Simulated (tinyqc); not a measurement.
Deformation-potential model of the L valleys of a conduction band: sweeps and comparisons. A value that a table varies takes the place of the one given here.

Valleys with axes along [111], [1-1-1], [-11-1] and [-1-11], one whole valley each. Herring-Vogt shift of a valley with unit axis a: dE = Xd tr(e) + Xu a.e.a. Non-degenerate shares n_i = exp(-dE_i/kT)/sum_j exp(-dE_j/kT). Inverse mass tensor of a valley: (1 - a a)/mt + a a/ml; the masses are taken as independent of strain.

s11 = (C11 + C12)/((C11 - C12)(C11 + 2 C12)), s12 = -C12/((C11 - C12)(C11 + 2 C12)), s44 = 1/C44; exx = s11 sxx + s12 (syy + szz) and cyclic, exy = s44 sxy/2; tension is positive. A uniaxial stress X along the unit vector n is s_ij = X n_i n_j.

Constants: kB = 8.617333262e-05 eV/K.

Parameters, chosen for this exercise (near those of Ge; not measured data): ml = 1.634 m0 (longitudinal mass); mt = 0.082 m0 (transverse mass); Xd = -6.13 eV (dilation potential); Xu = 17.13 eV (uniaxial potential); C11 = 127.2 GPa; C12 = 48.3 GPa; C44 = 65.8 GPa; load = uniaxial [111] (kind of stress); T = 350 K (temperature); X1 = 1.4 GPa (size of the stress); X = -0.98 GPa (stress).

## Sweep of a uniaxial [111] stress

m_c = 1/(u.M.u) along [110] with M = sum_i n_i (inverse mass tensor); gain against zero stress at a fixed scattering time.

Results:

| X (GPa) | spread (meV) | lowest edge (meV) | n [111] | n [1-1-1] | n [-11-1] | n [-1-11] | m_c (m0) | gain (%) |
|---|---|---|---|---|---|---|---|---|
| -1.00 | 115.7 | -84.9 | 0.939 | 0.020 | 0.020 | 0.020 | 0.2089 | -42.6 |
| -0.50 | 57.9 | -42.5 | 0.694 | 0.102 | 0.102 | 0.102 | 0.1654 | -27.4 |
| -0.20 | 23.1 | -17.0 | 0.418 | 0.194 | 0.194 | 0.194 | 0.1339 | -10.4 |
| 0.00 | 0.0 | 0.0 | 0.250 | 0.250 | 0.250 | 0.250 | 0.1200 | 0.0 |
| 0.20 | 23.1 | -6.2 | 0.134 | 0.289 | 0.289 | 0.289 | 0.1120 | 7.2 |
| 0.50 | 57.9 | -15.4 | 0.047 | 0.318 | 0.318 | 0.318 | 0.1066 | 12.6 |
| 1.00 | 115.7 | -30.8 | 0.007 | 0.331 | 0.331 | 0.331 | 0.1043 | 15.0 |

Along [110] the gain is -42.6 % at -1.00 GPa and +15.0 % at 1.00 GPa. The slope at zero stress (from +/- 0.001 GPa), +44.4 % per GPa, carried to the ends would give -44 and +44 %; the response falls behind at both ends, as it saturates once the spread passes a few kT (kT = 30.2 meV, spread up to 116 meV).

## Gain for each load and current direction

Each load has the size X1. Gain m_c(0)/m_c - 1 in per cent from repopulation alone, m_c = 1/(u.M.u), M = sum_i n_i (inverse mass tensor); biaxial means sxx = syy.

Gain (%); + is tension, - compression:

| load | [100] | [010] | [001] | [110] | [1-10] | [111] |
|---|---|---|---|---|---|---|
| uniaxial [110] (+) | 0.0 | 0.0 | 0.0 | 44.7 | -44.7 | 29.8 |
| uniaxial [110] (-) | 0.0 | 0.0 | 0.0 | -44.7 | 44.7 | -29.8 |
| uniaxial [100] (+) | 0.0 | 0.0 | 0.0 | 0.0 | 0.0 | 0.0 |
| uniaxial [100] (-) | 0.0 | 0.0 | 0.0 | 0.0 | 0.0 | 0.0 |
| uniaxial [111] (+) | 0.0 | 0.0 | 0.0 | 15.3 | -15.3 | 30.7 |
| uniaxial [111] (-) | 0.0 | 0.0 | 0.0 | -45.5 | 45.5 | -91.0 |
| biaxial (001) (+) | 0.0 | 0.0 | 0.0 | 0.0 | 0.0 | 0.0 |
| biaxial (001) (-) | 0.0 | 0.0 | 0.0 | 0.0 | 0.0 | 0.0 |

The largest gain is +45.5 %, for uniaxial [111] (-) with the current along [1-10]; for a [110] channel it is +44.7 %, under uniaxial [110] (+). No gain or loss appears under biaxial (001) and uniaxial [100]: the valleys stay equivalent.

## Temperature and repopulation

The load is fixed; m_c along [110] as 1/(u.M.u).

Results:

| T (K) | kT (meV) | n [111] | n [1-1-1] | n [-11-1] | n [-1-11] | m_c (m0) |
|---|---|---|---|---|---|---|
| 50 | 4.31 | 1.000 | 0.000 | 0.000 | 0.000 | 0.2236 |
| 77 | 6.64 | 1.000 | 0.000 | 0.000 | 0.000 | 0.2236 |
| 150 | 12.93 | 1.000 | 0.000 | 0.000 | 0.000 | 0.2234 |
| 225 | 19.39 | 0.991 | 0.003 | 0.003 | 0.003 | 0.2214 |
| 300 | 25.85 | 0.964 | 0.012 | 0.012 | 0.012 | 0.2147 |
| 400 | 34.47 | 0.899 | 0.034 | 0.034 | 0.034 | 0.2004 |
| 500 | 43.09 | 0.822 | 0.059 | 0.059 | 0.059 | 0.1856 |

The largest share falls from 1.000 at 50 K to 0.822 at 500 K (equal shares: 0.250); m_c goes from 0.2236 to 0.1856, against 0.1200 without stress. Only spread/kT enters, so the small-stress response goes as 1/T.

## What each parameter does

Spread of the valley edges, lowest edge, largest share and m_c along [110]. Each row changes one parameter from the base and keeps the others.

Results:

| case | spread (meV) | lowest edge (meV) | largest share | m_c (m0) |
|---|---|---|---|---|
| base | 113.39 | -83.20 | 0.9347 | 0.2079 |
| ml = 1.307 m0 | 113.39 | -83.20 | 0.9347 | 0.2038 |
| mt = 0.066 m0 | 113.39 | -83.20 | 0.9347 | 0.1701 |
| Xd = -7.356 eV | 113.39 | -77.83 | 0.9347 | 0.2079 |
| Xu = 13.704 eV | 90.71 | -61.19 | 0.8709 | 0.1946 |
| C11 = 152.64 GPa | 113.39 | -83.39 | 0.9347 | 0.2079 |
| C12 = 57.96 GPa | 113.39 | -83.35 | 0.9347 | 0.2079 |
| C44 = 78.96 GPa | 94.49 | -69.03 | 0.8844 | 0.1973 |
| X = -1.176 GPa | 136.07 | -99.84 | 0.9681 | 0.2156 |
| T = 280 K | 113.39 | -83.20 | 0.9734 | 0.2169 |

The largest shifts from the base row, up to three for each result and ties (the steps differ in size, so this ranks the rows, not the parameters). spread (meV): Xu -22.68, X +22.68, C44 -18.90; unchanged at the printed digits by ml, mt, Xd, C11, C12 and T. lowest edge (meV): Xu +22.01, X -16.64, C44 +14.17; unchanged at the printed digits by ml, mt and T. largest share: Xu -0.0638, C44 -0.0503, T +0.0387; unchanged at the printed digits by ml, mt, Xd, C11 and C12. m_c (m0): mt -0.0379, Xu -0.0133, C44 -0.0106; unchanged at the printed digits by Xd, C11 and C12. Xd moves all valleys together, so it shifts the edge and nothing else.

tinyqc: `OMP_NUM_THREADS=1 python tinyqc.py 1051024 1051025 out.jsonl`; about 0.02 s, one thread, shared Intel(R) Xeon(R) Processor @ 2.30GHz.
